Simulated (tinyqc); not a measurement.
Inside a calculation. Model: strain, valley repopulation and piezoresistance in a many-valley conduction band. Computed by tinyqc, a small Python program that keeps every step. Command: `OMP_NUM_THREADS=1 python tinyqc.py 3024493 3024494 out.jsonl valleys walk`. One thread of a shared host (Intel(R) Xeon(R) Processor @ 2.30GHz), about 0.02 s of CPU time with the checks. Intermediate numbers are printed to about 5 digits and carried at full precision; extremes and crossings named in words are read from the listed rows.

Valleys are ellipsoids with mass m_l along the axis a and m_t across it, parabolic, with one constant relaxation time; strain shifts the valleys and leaves the masses alone. Currents are taken along [111], along the load, and along [1-10], across the load.

Inputs (values chosen for the exercise, for a model crystal): longitudinal mass m_l = 2.01 m_0; transverse mass m_t = 0.096 m_0; shear deformation potential Xi_u = 20 eV; dilation deformation potential Xi_d = -3.5 eV; C11 = 135 GPa; C12 = 46.6 GPa; C44 = 60.5 GPa; stress X (tension positive) = -1300 MPa; electron density n = 1.2e+15 1/cm^3; relaxation time tau = 58 fs; temperature T = 300 K.

Valley axes: <111> (4 valleys). Load: uniaxial [111].

Constants: k_B = 8.617333262e-05 eV/K; m_0 = 9.1093837015e-31 kg; k_B = 1.380649e-23 J/K; hbar = 1.054571817e-34 J s; e = 1.602176634e-19 C.

## Strain

Compliances S11 = (C11 + C12)/((C11 - C12)(C11 + 2 C12)), S12 = -C12/((C11 - C12)(C11 + 2 C12)), S44 = 1/C44; stress sigma_ij = X n_i n_j for the unit vector n of the load; e_xx = S11 sigma_xx + S12 (sigma_yy + sigma_zz), e_xy = S44 sigma_xy/2 (tensor strain).

strain tensor (%), rows x, y, z:
```
[[-0.18989, -0.35813, -0.35813],
 [-0.35813, -0.18989, -0.35813],
 [-0.35813, -0.35813, -0.18989]]
```

## Valley shifts

Herring-Vogt shift of a valley with unit axis a: dE = Xi_d tr(e) + Xi_u a.e.a.

shifts dE (meV): [111] -161.29, [-111] 29.71, [1-11] 29.71, [11-1] 29.71

splitting (highest minus lowest) = 191.00 meV

Lowest: [111]; the splitting is 7.39 k_B T.

## Populations

Each of the 4 valleys holds n_v = N_v (2/sqrt(pi)) F_1/2((E_F - dE_v)/(k_B T)), N_v = 2 (m_d k_B T/(2 pi hbar^2))^(3/2), m_d = (m_l m_t^2)^(1/3); E_F solves sum n_v = n and is counted from the unstrained edge. F_j(eta) = int_0^infinity x^j/(1 + exp(x - eta)) dx, without a gamma-function factor. It is evaluated after integrating by parts. Integrals over x = E/(k_B T) use 160 Gauss-Legendre points in u = sqrt(x) from 0 to sqrt(max(eta, 0) + 32).

Fermi level E_F = -366.95 meV

share of the electrons: [111] 0.99815, [-111] 0.00062, [1-11] 0.00062, [11-1] 0.00062

## Mobility tensor and resistance change

Mobility tensor mu = e tau sum_v (n_v/n) [1/m_t + (1/m_l - 1/m_t) a a^T]; unstrained mu_0 = e tau (1/m_l + 2/m_t)/3; resistivity along d from the inverse tensor, rho_d = d.mu^-1.d/(n e), mobility along d = 1/(d.mu^-1.d); gauge pi_d = (rho_d/rho_0 - 1)/X.

mobility tensor (cm^2/(V s)), rows x, y, z:
```
[[725.33, -336.46, -336.46],
 [-336.46, 725.33, -336.46],
 [-336.46, -336.46, 725.33]]
```

unstrained mobility mu_0 = 725.33 cm^2/(V s)

mobility along the first direction = 52.418 cm^2/(V s)

mobility along the second direction = 1061.8 cm^2/(V s)

resistance change along the first direction = 1283.7 %

resistance change along the second direction = -31.688 %

The mobility lies between e tau/m_l = 50.8 and e tau/m_t = 1060; the trace stays at 3 mu_0. Along the first direction the filled valleys present more of their heavy mass.

## Linear piezoresistance coefficients

With eta_0 the reduced Fermi level without strain, r = F_-1/2(eta_0)/(2 F_1/2(eta_0)) (1 for a classical gas) and c = r (Xi_u/k_B T) (m_l - m_t)/(2 m_l + m_t): pi44 = -c S44/3, pi11 = pi12 = 0.

eta_0 = -9.3400

degeneracy factor r = 0.99997

pi11 = 0 1e-11/Pa

pi12 = 0 1e-11/Pa

pi44 = -198.20 1e-11/Pa

The gas is classical, so the coefficients follow 1/T.

## Full result against the linear law

Linear theory: pi_l = (pi11 + 2 pi12 + 2 pi44)/3, pi_t = (pi11 + 2 pi12 - pi44)/3.

Resistance changes (%); at 2000 MPa the strain is near or above 1 %, where band warping, left out here, matters:
```
X (MPa)  splitting (meV)  largest share  first direction   linear  second direction   linear
-2000             293.85        0.99997           1328.3   264.27           -31.740  -132.14
-1000             146.92        0.98989           1112.1   132.14           -31.448   -66.07
-400               58.77        0.76398            175.7    52.85           -24.166   -26.43
-150               22.04        0.43877             30.6    19.82           -10.478    -9.91
-50                 7.35        0.30694              7.6     6.61            -3.410    -3.30
50                  7.35        0.26648             -5.8    -6.61             3.162     3.30
150                22.04        0.29185            -13.5   -19.82             8.443     9.91
400                58.77        0.32227            -21.2   -52.85            15.531    26.43
1000              146.92        0.33296            -23.6  -132.14            18.246    66.07
2000              293.85        0.33333            -23.7  -264.27            18.344   132.14
```

Along the first direction the linear law misses by more than 10 % at every stress listed, since the splitting is not small against k_B T.

Checks made by the program: trace of the tensor against 3 mu_0 (relative difference below 1e-10); linear coefficients against the full calculation at 0.01 MPa (relative difference 3e-05).
